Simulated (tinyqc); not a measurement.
p-i-n junction, non-linear Poisson equation by Newton steps: starts and damping rules compared.

One dimension, p side on the left, n side on the right; net doping C = -Na for x < 0, 0 for 0 < x < Li and +Nd beyond. The potential psi is counted from the intrinsic level, and the quasi-Fermi potentials are flat: 0 for holes and -V for electrons, so n = ni exp((psi + V)/Vt) and p = ni exp(-psi/Vt) (Boltzmann statistics, full ionisation, no current).

a_i = eps0 eps_r/h_i for the interval from node i to i + 1, with h_i = x_(i+1) - x_i in cm.

n_i = ni exp((psi_i + V)/Vt), p_i = ni exp(-psi_i/Vt), rho_i = p_i - n_i + C_i, g_i = (n_i + p_i)/Vt. Box widths w_i = (h_(i-1) + h_i)/2 in cm. Residual F_i = a_i (psi_(i+1) - psi_i) - a_(i-1) (psi_i - psi_(i-1)) + q rho_i w_i; Jacobian: a_(i-1) and a_i beside the diagonal, b_i = -a_(i-1) - a_i - q g_i w_i on it. The two end nodes are fixed.

Iterations until the largest undamped |d| is below 1e-9 V (the last, tiny step is counted), with a cap of 100; "overflow" would mean that an exponential left the range of double precision. Starts:
- neutral: psi_p = -Vt ln(Na/ni) on nodes with x < 0 and psi_n = Vt ln(Nd/ni) - V on the others.
- depletion: The parabolas of an abrupt Na-Nd junction in the depletion approximation: psi_p + q Na (x + xp)^2/(2 eps0 eps_r) for -xp < x < 0, psi_n - q Nd (xn - x)^2/(2 eps0 eps_r) for 0 < x < xn, flat outside, with W = sqrt(2 eps0 eps_r (psi_n - psi_p)(1/Na + 1/Nd)/q), xp = W Nd/(Na + Nd), xn = W Na/(Na + Nd), psi_p = -Vt ln(Na/ni), psi_n = Vt ln(Nd/ni) - V.
- linear: A straight line in x from psi_p = -Vt ln(Na/ni) at the first node to psi_n = Vt ln(Nd/ni) - V at the last.

Rules for the step d, which solves the tridiagonal system a_(i-1) d_(i-1) + b_i d_i + a_i d_(i+1) = -F_i:
- full Newton steps: the full step is added.
- logarithmic damping: each component d is damped to sign(d) Vt ln(1 + |d|/Vt) before it is added.
- steps capped at 4 Vt: if the largest |d| exceeds 4 Vt, the whole step is scaled down so that it equals 4 Vt.
- halved steps: half of the step is added while the largest |d| exceeds 1.5 Vt, the full step after that.

Values chosen for this exercise; band and dielectric values those of a made-up semiconductor: temperature T = 325 K; band gap Eg = 1.07 eV; relative permittivity eps_r = 10.2; conduction-band density of states at T Nc = 4.04e19 cm^-3; valence-band density of states at T Nv = 3.83e19 cm^-3; acceptor density of the p side Na = 1.4e16 cm^-3; donor density of the n side Nd = 8.9e15 cm^-3; bias of the p side against the n side V = 0 V; width of the undoped layer, from x = 0 to Li Li = 290 nm.

Constants: q = 1.602176634e-19 C, kB = 1.380649e-23 J/K, Vt = kB T/q, eps0 = 8.8541878128e-14 F/cm where lengths are in cm. Results are converted to the units shown.

```
node,x (nm),net doping C (cm^-3)
0,-443,-1.4e16
1,-333,-1.4e16
2,-238,-1.4e16
3,-157,-1.4e16
4,-86.4,-1.4e16
5,-26,-1.4e16
6,26,0
7,89.7,0
8,168,0
9,263,0
10,380,8.9e15
11,523,8.9e15
12,697,8.9e15
13,912,8.9e15
```

ni = 1.98857e11 cm^-3

Iterations needed:
```
,full Newton steps,logarithmic damping,steps capped at 4 Vt,halved steps
neutral,8,14,9,10
depletion,7,12,7,9
linear,29,9,7,15
```

What does the comparison show?

The fewest iterations, 7, are needed by full Newton steps from the depletion start and steps capped at 4 Vt from the depletion start and steps capped at 4 Vt from the linear start. Every pairing converges. Lowest count for the worst start: steps capped at 4 Vt, at most 9 iterations.

Numbers from tinyqc (`OMP_NUM_THREADS=1 python tinyqc.py 2000060 2000061 out.jsonl`; about 0.04 s on one thread of a shared Intel Xeon 2.30GHz).
